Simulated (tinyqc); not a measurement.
Changing the polish time t: chemical-mechanical planarisation: Preston law, pattern density and step-height reduction. Computed by tinyqc, a small Python program. Command: `OMP_NUM_THREADS=1 python tinyqc.py 3024158 3024159 out.jsonl cmp sweep`. One thread of a shared host (Intel(R) Xeon(R) Processor @ 2.30GHz), about 0.02 s of CPU time with the checks.

A row of 12 cells, repeated periodically, holds raised features that cover a share rho of each cell.

Inputs (values chosen for the exercise, close to those used for oxide polishing): Preston coefficient K = 5.8e-14 1/Pa; pressure P = 16 kPa; platen and carrier speed = 40 rpm; distance between the centres = 17 cm; initial step height h0 = 440 nm; contact height h_c = 140 nm; film above the raised areas z0 = 760 nm; cell size = 2.2 mm; planarisation length = 6.2 mm.

local pattern densities, cell by cell: [0.25, 0.9, 0.5, 0.6, 0.2, 0.7, 0.25, 0.9, 0.8, 0.8, 0.6, 0.6]

Method:
- With equal rotation speeds the relative speed is uniform, v = omega r_c; Preston rate R0 = K P v.
- The stiff pad averages the density: rho_eff(i) = sum_j w_ij rho_j / sum_j w_ij, w = exp(-2 d^2/L^2), L the planarisation length and d the distance between cell centres, summed over all periodic images of cell j.
- While h > h_c only raised areas polish, at R0/rho_eff, until t_c = rho_eff (h0 - h_c)/R0. After that h = h_c exp(-(t - t_c)/tau), tau = rho_eff h_c/R0; low areas polish at R0 (1 - h/h_c) and raised areas at R0 [1 + (1 - rho_eff) h/(rho_eff h_c)]. Removed from raised areas after t_c: h0 - h_c + R0 (t - t_c) + (1 - rho_eff)(h_c - h); from low areas: R0 (t - t_c) - rho_eff (h_c - h). Film left = z0 less the removal from raised areas.

One run for each value:
```
polish time t (s)  range of film left across the row (nm)  largest remaining step (nm)  thinnest film left (nm)
76                                                  35.99                       371.18                   655.19
110                                                 52.09                       340.40                   608.31
160                                                 75.77                       295.12                   539.36
230                                                108.39                       231.74                   443.35
340                                                124.20                       132.35                   327.99
500                                                118.45                        47.02                   204.95
720                                                112.81                        11.33                    55.57
```

What does the table show, and why?

Over the rows, range of film left across the row (nm) goes from 36.0 through a maximum among these rows, 124 at 340, to 113; largest remaining step (nm) falls from 371 to 11.3 (exponent d ln y / d ln x -0.23 between the first rows and -3.9 between the last); thinnest film left (nm) falls from 655 to 55.6 (exponent d ln y / d ln x -0.20 between the first rows and -3.6 between the last). At the low end the exponent of range of film left across the row is 1.00, close to 1: before contact the removals grow in fixed ratio.  Left out: 1000, 1500 (the film is polished through).

Extremes, crossings and ranges named in words are read from the listed rows.
